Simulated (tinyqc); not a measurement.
# Worked calculation: metal gate on a two-layer dielectric stack with fixed charge and a dipole

Program tinyqc, `OMP_NUM_THREADS=1 python tinyqc.py 2010093 2010094 out.jsonl`; Intel Xeon 2.30GHz, shared host, one thread, about 0.01 s. Printed values are rounded.

Gate, layer 2, layer 1, p-type semiconductor; x runs from the gate inwards. Charges are counted in units of +q. psi is the band bending at the surface, positive towards inversion. Classical charge, Boltzmann statistics, no interface traps.

Values chosen for this exercise; band and dielectric values close to those of silicon, layer 1 close to silicon dioxide, layer 2 close to hafnium oxide:
- T = 300 K (temperature)
- Eg = 1.12 eV (band gap)
- eps_r = 11.6 (relative permittivity)
- Nc = 2.75e19 cm^-3 (conduction-band density of states at T)
- Nv = 2.67e19 cm^-3 (valence-band density of states at T)
- chi = 4 eV (electron affinity)
- Na = 2.2e16 cm^-3 (acceptor density)
- pM = 4.12 eV (work function of the gate metal)
- t1 = 1.6 nm (thickness of layer 1, next to the semiconductor)
- e1 = 3.97 (relative permittivity of layer 1)
- t2 = 1.2 nm (thickness of layer 2, next to the gate)
- e2 = 22.3 (relative permittivity of layer 2)
- Q1 = 7.3e11 cm^-2 (fixed charge at the semiconductor interface)
- Q2 = 1.1e11 cm^-2 (fixed charge between the layers)
- r1 = 8.7e18 cm^-3 (uniform charge density in layer 1)
- r2 = 0 cm^-3 (uniform charge density in layer 2)
- Vd = 0 V (flat-band shift by a dipole layer between the layers)
- ps = 0.9 V (band bending psi of the working point)

Constants: q = 1.602176634e-19 C, kB = 1.380649e-23 J/K, Vt = kB T/q, eps0 = 8.8541878128e-14 F/cm where lengths are in cm. Results are converted to the units shown.

## Equivalent thickness and work-function difference

EOT = 3.9 (t1/e1 + t2/e2), Cox = eps0/(t1/e1 + t2/e2); phi_ms = pM - (chi + Eg - Vt ln(Nv/Na)).

EOT = 1.78165 nm
Cox = 1.93816 uF/cm^2
share of layer 1 in the EOT = 88.2207 %
phi_ms = -0.816415 V

## Flat-band voltage, term by term

EOT = 3.9 (t1/e1 + t2/e2), Cox = eps0/(t1/e1 + t2/e2); phi_ms = pM - (chi + Eg - Vt ln(Nv/Na)). Vfb = phi_ms + Vd - (q/eps0) [Q1 (t1/e1 + t2/e2) + Q2 t2/e2 + r1 (t1^2/(2 e1) + t1 t2/e2) + r2 t2^2/(2 e2)]: each charge counts with its electrical distance from the gate.

terms (V): phi_ms -0.816415, dipole 0.000000, Q1 -0.060345, Q2 -0.001071, r1 -0.064312, r2 0.000000
Vfb = -0.942143 V

Apart from phi_ms the largest term is that of r1, -64.3 mV; all charges and the dipole together move Vfb by -126 mV.

## Threshold voltage

ni = sqrt(Nc Nv) exp(-Eg/(2 Vt)), Eg in volts, pB = Vt ln(Na/ni), Vth = Vfb + 2 pB + sqrt(4 q eps0 eps_r Na pB)/Cox.

ni = 1.06007e10 cm^-3
pB = 0.376034 V
depletion charge = 0.0737927 uC/cm^2
Vth = -0.152003 V

## Charge in the semiconductor

ni = sqrt(Nc Nv) exp(-Eg/(2 Vt)), Eg in volts. Qs = -sign(psi) sqrt(2 q eps0 eps_r Na Vt [exp(-u) + u - 1 + (ni/Na)^2 (exp(u) - u - 1)]), u = psi/Vt.

Qs = -0.252058 uC/cm^2

The surface is in strong inversion: psi exceeds 2 Vt ln(Na/ni) = 0.752 V.

## Fields and voltage drops

Gauss: D = -Qs just inside the semiconductor; going towards the gate subtract q Q1, then q r1 t1, q Q2 and q r2 t2. Field = D/(eps0 e); the drop over a layer is its mean field times its thickness; Vg = phi_ms + Vd + psi + both drops.

```
place                        D (uC/cm^2)  field (MV/cm)
layer 2, gate side             -0.105548      -0.053456
layer 2, inner side            -0.105548      -0.053456
layer 1, outer side            -0.087924      -0.250132
layer 1, semiconductor side     0.135099       0.384337
semiconductor surface           0.252058       0.245411
```

drop over layer 2 = -0.00641472 V
drop over layer 1 = 0.0107365 V
Vg = 0.0879065 V

The same Vg follows from Vfb + psi - Qs/Cox. The largest field, 0.384 MV/cm in size, is at: layer 1, semiconductor side.
